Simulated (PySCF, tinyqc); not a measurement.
Inside a calculation. Method: CID on RHF in the sto-3g basis, for H4, spin multiplicity 1. The lowest restricted solution is unstable here: a spin-polarised one lies 0.0327 hartree lower (PySCF). Computed by tinyqc, a small Python program that keeps every step (integrals from PySCF). Settings: charge = 0, multiplicity = 1, basis = sto-3g, method = RHF, energy threshold = 1e-10, iteration cap = 86, orthogonalisation = canonical, start = atomic densities, DIIS depth = 6, ci = CID. Command: `OMP_NUM_THREADS=1 python tinyqc.py 20075 20076 out.jsonl` (the two numbers bound the seeds that draw the settings). One thread of a shared host (Intel(R) Xeon(R) Processor @ 2.60GHz), about 0.1 s of CPU time with the checks. Later iterations appear only in the table of the cycle.

## One-electron integrals

Geometry (angstrom):
```
atom        x        y        z
H     0.00000  0.00000  0.00000
H     0.00000  0.00000  1.32600
H     0.00000  0.00000  3.14100
H     0.00000  0.00000  4.46800
```

Basis sto-3g: exponents (1/bohr^2) and contraction coefficients of normalised primitives:
```
element  l (shell)  exponent  coefficient
H            s (1)   3.42525      0.15433
H            s (1)   0.62391      0.53533
H            s (1)   0.16886      0.44463
```

Overlap, kinetic and nuclear-attraction integrals over the contracted functions; the nuclear repulsion is the sum of Za Zb / Rab.

nuclear repulsion = 1.5447444 hartree

overlap S, lower triangle:
```
         1H 1s    2H 1s    3H 1s    4H 1s
1H 1s  1.00000
2H 1s  0.32735  1.00000
3H 1s  0.01350  0.16030  1.00000
4H 1s  0.00051  0.01347  0.32691  1.00000
```

kinetic energy T (hartree), lower triangle:
```
          1H 1s     2H 1s    3H 1s    4H 1s
1H 1s   0.76003
2H 1s   0.02967   0.76003
3H 1s  -0.00548  -0.00660  0.76003
4H 1s  -0.00043  -0.00547  0.02952  0.76003
```

nuclear attraction V (hartree), lower triangle:
```
          1H 1s     2H 1s     3H 1s     4H 1s
1H 1s  -1.90926
2H 1s  -0.57062  -2.08204
3H 1s  -0.02095  -0.26493  -2.08181
4H 1s  -0.00075  -0.02090  -0.56966  -1.90892
```

core Hamiltonian H = T + V (hartree), lower triangle:
```
          1H 1s     2H 1s     3H 1s     4H 1s
1H 1s  -1.14922
2H 1s  -0.54096  -1.32201
3H 1s  -0.02643  -0.27153  -1.32178
4H 1s  -0.00118  -0.02637  -0.54014  -1.14888
```

## Two-electron integrals

Functions are numbered as in S; the eight-fold symmetry (ij|kl) = (ji|kl) = (kl|ij) leaves the list below.

Two-electron integrals (ij|kl) in chemists' order, unique and non-zero (hartree):
```
(11|11) 0.77461    (21|11) 0.18465    (21|21) 0.06331    (22|11) 0.38508
(22|21) 0.18465    (22|22) 0.77461    (31|11) 0.00465    (31|21) 0.00194
(31|22) 0.00724    (31|31) 0.00008    (32|11) 0.03903    (32|21) 0.01802
(32|22) 0.07883    (32|31) 0.00099    (32|32) 0.01368    (33|11) 0.16847
(33|21) 0.07083    (33|22) 0.28962    (33|31) 0.00465    (33|32) 0.07883
(33|33) 0.77461    (41|11) 0.00012    (41|21) 0.00005    (41|22) 0.00023
(41|31) 2.92e-06   (41|32) 3.97e-05   (41|33) 0.00023    (41|41) 1.17e-07
(42|11) 0.00253    (42|21) 0.00110    (42|22) 0.00464    (42|31) 0.00007
(42|32) 0.00098    (42|33) 0.00723    (42|41) 2.91e-06   (42|42) 0.00008
(43|11) 0.04574    (43|21) 0.01835    (43|22) 0.07072    (43|31) 0.00110
(43|32) 0.01800    (43|33) 0.18434    (43|41) 0.00005    (43|42) 0.00193
(43|43) 0.06312    (44|11) 0.11844    (44|21) 0.04580    (44|22) 0.16842
(44|31) 0.00254    (44|32) 0.03901    (44|33) 0.38483    (44|41) 0.00012
(44|42) 0.00464    (44|43) 0.18434    (44|44) 0.77461
```

## Orthogonalisation

S = U s U^T; canonical form X = U s^(-1/2), so that X^T S X = 1. Each column of U has its largest component positive (the first on a tie).

eigenvalues of S: 0.59593  0.73055  1.24326  1.43026

X:
```
              1         2         3        4
1H 1s  -0.56325   0.64755  -0.50023  0.36782
2H 1s   0.72417  -0.51279  -0.38857  0.46380
3H 1s  -0.72230  -0.51494   0.38975  0.46294
4H 1s   0.56094   0.64915   0.50121  0.36669
```

## Starting guess

The start is atomic minimal-basis densities projected into this basis (PySCF's MINAO start) and scaled to the electron count of each spin; this density is not idempotent, so its energy is not variational and may lie below the converged one.

D at the start, lower triangle:
```
         1H 1s    2H 1s    3H 1s    4H 1s
1H 1s  0.97120
2H 1s  0.08823  0.95918
3H 1s  0.00898  0.07246  0.95923
4H 1s  0.00074  0.00897  0.08820  0.97124
```

## Iteration 1: building the Fock matrix

J_ij = sum D_kl (ij|kl), K_ij = sum D_kl (ik|jl); F = H + J - 0.5 K; E = tr D H + tr D J / 2 - 0.25 tr D K + E_nn.

Coulomb J (hartree), lower triangle:
```
         1H 1s    2H 1s    3H 1s    4H 1s
1H 1s  1.44472
2H 1s  0.48594  1.61506
3H 1s  0.01906  0.23540  1.61486
4H 1s  0.00070  0.01902  0.48516  1.44442
```

exchange K (hartree), lower triangle:
```
         1H 1s    2H 1s    3H 1s    4H 1s
1H 1s  0.84605
2H 1s  0.39917  0.86226
3H 1s  0.03696  0.18273  0.86206
4H 1s  0.00505  0.03690  0.39854  0.84584
```

Fock matrix F (hartree), lower triangle:
```
          1H 1s     2H 1s     3H 1s     4H 1s
1H 1s  -0.12752
2H 1s  -0.25460  -0.13809
3H 1s  -0.02584  -0.12749  -0.13795
4H 1s  -0.00300  -0.02580  -0.25425  -0.12738
```

total energy of this density = -1.2654919 hartree

This density is the starting one; it is not idempotent, so its energy is not variational and may lie below the converged one.

## Iteration 1: diagonalisation and new density

Diagonalise F' = X^T F X, C = X C', fill 2 alpha and 2 beta electrons from the bottom; D = 2 C_occ C_occ^T. Each column has its largest component positive (the first on a tie).

F' = X^T F X (hartree), lower triangle:
```
          1        2         3         4
1   0.28209
2   0.00004  0.12358
3   0.00143  0.00001  -0.24378
4  -0.00001  0.00170   0.00002  -0.33997
```

orbital energies (hartree): MO1 -0.33998, MO2 -0.24378, MO3 0.12359, MO4 0.28209

coefficients C:
```
           MO1       MO2       MO3       MO4
1H 1s  0.36554  -0.49864   0.64901  -0.56447
2H 1s  0.46578  -0.39042  -0.51126   0.72298
3H 1s  0.46473   0.39183  -0.51306  -0.72136
4H 1s  0.36420   0.49975   0.65038   0.56244
```

D after iteration 1, lower triangle:
```
          1H 1s     2H 1s    3H 1s    4H 1s
1H 1s   0.76451
2H 1s   0.72988   0.73876
3H 1s  -0.05101   0.12696  0.73900
4H 1s  -0.23212  -0.05095  0.73014  0.76477
```

## Iteration 8 (converged): orbitals

converged F (hartree), lower triangle:
```
          1H 1s     2H 1s     3H 1s     4H 1s
1H 1s  -0.16654
2H 1s  -0.35770  -0.17867
3H 1s  -0.02680  -0.12184  -0.17850
4H 1s   0.00815  -0.02677  -0.35737  -0.16636
```

As before.

F' = X^T F X (hartree), lower triangle:
```
          1         2         3         4
1   0.36815
2   0.00003   0.22042
3   0.02851   0.00004  -0.36254
4  -0.00002  -0.01818   0.00003  -0.43332
```

orbital energies (hartree): MO1 -0.43382, MO2 -0.36365, MO3 0.22092, MO4 0.36926

coefficients C:
```
           MO1       MO2       MO3       MO4
1H 1s  0.38589  -0.47777   0.63718  -0.58217
2H 1s  0.44960  -0.41622  -0.52566   0.70837
3H 1s  0.44823   0.41783  -0.52742  -0.70670
4H 1s  0.38435   0.47914   0.63862   0.58016
```

D after iteration 8, lower triangle:
```
          1H 1s     2H 1s    3H 1s    4H 1s
1H 1s   0.75436
2H 1s   0.74471   0.75075
3H 1s  -0.05332   0.05523  0.75100
4H 1s  -0.16121  -0.05325  0.74496  0.75460
```

## Convergence

Stop when the energy changes by less than 1e-10 hartree and every element of the error matrix X^T (F D S - S D F) X is below 3e-06.

Course of the cycle:
```
iteration  E (hartree)     change  largest element of the error matrix
1           -1.2654919          -                             1.06e-02
2           -1.9272079  -6.62e-01                             3.94e-02
3           -1.9258662   1.34e-03                             5.05e-02
4           -1.9290024  -3.14e-03                             1.88e-02
5           -1.9294717  -4.69e-04                             1.43e-04
6           -1.9294715   1.36e-07                             3.52e-04
7           -1.9294717  -1.62e-07                             3.04e-06
8           -1.9294717  -1.18e-11                             6.03e-07
```

PySCF RHF in the same basis = -1.9294717 hartree

Converged in 8 iterations.

## Populations, bond orders and dipole

Mulliken: Z minus the diagonal of D S on the atom; Loewdin: the same with S^(1/2) D S^(1/2); Mayer order: 2 sum_s sum (D(s) S)_ij (D(s) S)_ji over the two atoms.

Charges (e):
```
atom  Mulliken   Loewdin
1H     0.00266   0.00162
2H    -0.00267  -0.00163
3H    -0.00266  -0.00163
4H     0.00267   0.00163
```

Mayer bond orders:
```
pair     order
2-1    0.97228
3-1   -0.00058
3-2    0.02830
4-1    0.02830
4-2   -0.00058
4-3    0.97228
```

dipole moment about the origin, x y z (debye): 0.00000  0.00000  0.00006

## Integrals over molecular orbitals

(pq|rs) = sum C_ip C_jq C_kr C_ls (ij|kl), one index at a time.

one-electron integrals over orbitals h = C^T H C (hartree), lower triangle:
```
          1         2         3         4
1  -1.37551
2   0.00006  -1.30124
3   0.09336   0.00031  -1.05792
4  -0.00027   0.08036   0.00005  -0.98137
```

Two-electron integrals over orbitals (pq|rs), unique and non-zero (hartree):
```
(11|11) 0.38393     (21|11) -0.00067    (21|21) 0.19168     (22|11) 0.37472
(22|21) 0.00061     (22|22) 0.37983     (31|11) -0.03893    (31|21) -0.00018
(31|22) 0.00017     (31|31) 0.11490     (32|11) -0.00033    (32|21) 0.05477
(32|22) 0.00017     (32|31) 0.00032     (32|32) 0.11180     (33|11) 0.37530
(33|21) 0.00051     (33|22) 0.37747     (33|31) -0.00230    (33|32) 0.00014
(33|33) 0.38955     (41|11) 0.00018     (41|21) -0.01481    (41|22) -3.67e-05
(41|31) -0.00036    (41|32) 0.09393     (41|33) -2.33e-05   (41|41) 0.10152
(42|11) -0.04423    (42|21) -0.00016    (42|22) -0.00670    (42|31) 0.11522
(42|32) 0.00038     (42|33) -0.00407    (42|41) -0.00031    (42|42) 0.11861
(43|11) -0.00065    (43|21) 0.19148     (43|22) 0.00064     (43|31) -0.00016
(43|32) 0.05737     (43|33) 0.00055     (43|41) -0.01338    (43|42) -0.00016
(43|43) 0.20257     (44|11) 0.39727     (44|21) -0.00055    (44|22) 0.38811
(44|31) -0.04184    (44|32) -0.00031    (44|33) 0.39750     (44|41) 0.00017
(44|42) -0.04717    (44|43) -0.00057    (44|44) 0.42377
```

## CID: determinants and Hamiltonian

Hartree-Fock energy = -1.9294717 hartree

Slater-Condon rules over spin orbitals, with the nuclear repulsion added and E(HF) subtracted on the diagonal. Only determinants linked to the reference directly or through others are kept (one block of an abelian symmetry group), so some states are absent.

Occupation strings over the orbitals (2 doubly, a alpha, b beta, 0 empty; spin orbitals ordered 1a 1b 2a 2b ...): 2200 aabb 2020 20ab ab20 abab 20ba 2002 abba ab02 ba20 baab 0220 02ab baba ba02 02ba 0202 bbaa

H - E(HF) between determinants (hartree), lower triangle:
```
          2200      aabb      2020      20ab      ab20      abab      20ba      2002
2200   0.00000
aabb  -0.02129   0.67430
2020   0.11180   0.09393   0.65225
20ab   0.00038  -0.00032  -0.00035   0.79405
ab20  -0.00032   0.00038   0.00008   0.07626   0.72474
abab  -0.09393  -0.11180   0.09755  -0.00035   0.00020   0.83504
20ba  -0.00038   0.00031   0.00035  -0.20257  -0.19148   0.00000   0.79405
2002   0.11861  -0.11522   0.20257  -0.00146   0.00000   0.19148   0.00146   0.95418
abba   0.11522  -0.11861  -0.19148   0.00000  -0.00094  -0.20257  -0.00097  -0.07626
ab02   0.00031  -0.00038   0.00000   0.19148   0.20257  -0.00017  -0.09755  -0.00140
ba20   0.00032  -0.00036  -0.00008  -0.19148  -0.19168   0.00000   0.07626   0.00000
baab   0.11522  -0.11490  -0.19148   0.00097   0.00000  -0.19168   0.00000  -0.07626
0220   0.11490  -0.11522   0.19168   0.00000   0.00137   0.19148   0.00000   0.00000
02ab  -0.00036   0.00032   0.00000   0.19168   0.19148   0.00031   0.00000   0.00000
baba  -0.09393  -0.10152   0.09755   0.00000   0.00000   0.00000   0.00035   0.19148
ba02  -0.00031   0.00036   0.00000  -0.09755   0.00000   0.00000   0.19148   0.00140
02ba   0.00036  -0.00031   0.00000   0.00000  -0.09755   0.00000   0.19168   0.00000
0202   0.10152   0.09393   0.00000   0.00000   0.00000   0.09755   0.00000   0.19168
bbaa  -0.02129   0.00000   0.09393  -0.00031   0.00036  -0.10152   0.00032  -0.11522

          abba      ab02      ba20      baab      0220      02ab      baba     ba02
abba   0.85523
ab02   0.00091   0.98384
ba20   0.00000   0.00000   0.72474
baab   0.00000   0.00000   0.00094   0.85523
0220  -0.07626   0.00000  -0.00137  -0.07626   0.81156
02ab   0.00000   0.07626  -0.09755  -0.00093   0.00149   0.91053
baba  -0.19168   0.00000  -0.00020  -0.20257   0.19148   0.00000   0.83504
ba02   0.00000  -0.19168   0.20257  -0.00091   0.00000  -0.19148   0.00017  0.98384
02ba   0.00093  -0.19148   0.19148   0.00000  -0.00149  -0.20257  -0.00031  0.07626
0202  -0.19148  -0.00012   0.00000  -0.19148   0.20257   0.00038   0.09755  0.00012
bbaa  -0.11490  -0.00036  -0.00038  -0.11861  -0.11522   0.00031  -0.11180  0.00038

          02ba     0202     bbaa
02ba   0.91053
0202  -0.00038  1.02783
bbaa  -0.00032  0.09393  0.67430
```

## CID: roots

Diagonalise (each vector has its largest component positive (the first on a tie)); all determinants have Ms = 0, so triplets appear too. The lowest singlet root is the correlation energy.

lowest roots of this matrix, relative to E(HF) (hartree): -0.11870  0.22747  0.23317  0.23635  0.62918  0.64327  0.67354  0.71891

lowest vectors:
```
        root 1   root 2    root 3    root 4
2200   0.93157  0.00000   0.00000   0.05878
aabb   0.01819  0.40825   0.00000  -0.26942
2020  -0.17759  0.00000   0.00000   0.57031
20ab  -0.00043  0.00000   0.37598  -0.00127
ab20   0.00036  0.00000   0.43082   0.00175
abab   0.11532  0.40825   0.00019   0.13229
20ba   0.00043  0.00000   0.37598   0.00127
2002  -0.10588  0.00000   0.00000  -0.37915
abba  -0.13351  0.40825   0.00212   0.13713
ab02  -0.00026  0.00000  -0.28228  -0.00115
ba20  -0.00036  0.00000   0.43082  -0.00175
baab  -0.13351  0.40825  -0.00212   0.13713
0220  -0.11918  0.00000   0.00000  -0.46769
02ab   0.00035  0.00000  -0.30552   0.00103
baba   0.11532  0.40825  -0.00019   0.13229
ba02   0.00026  0.00000  -0.28228   0.00115
02ba  -0.00035  0.00000  -0.30552  -0.00103
0202  -0.11093  0.00000   0.00000   0.30167
bbaa   0.01819  0.40825   0.00000  -0.26942
```

<S^2> of these roots: 0.00000  6.00000  2.00000  0.00000  2.00000  0.00000  2.00000  0.00000

weight of the ground state by excitation level 0, 1, 2, ...: 0.86783  0.00000  0.13217

The reference has a weight of only 0.87: one determinant is a poor start here.
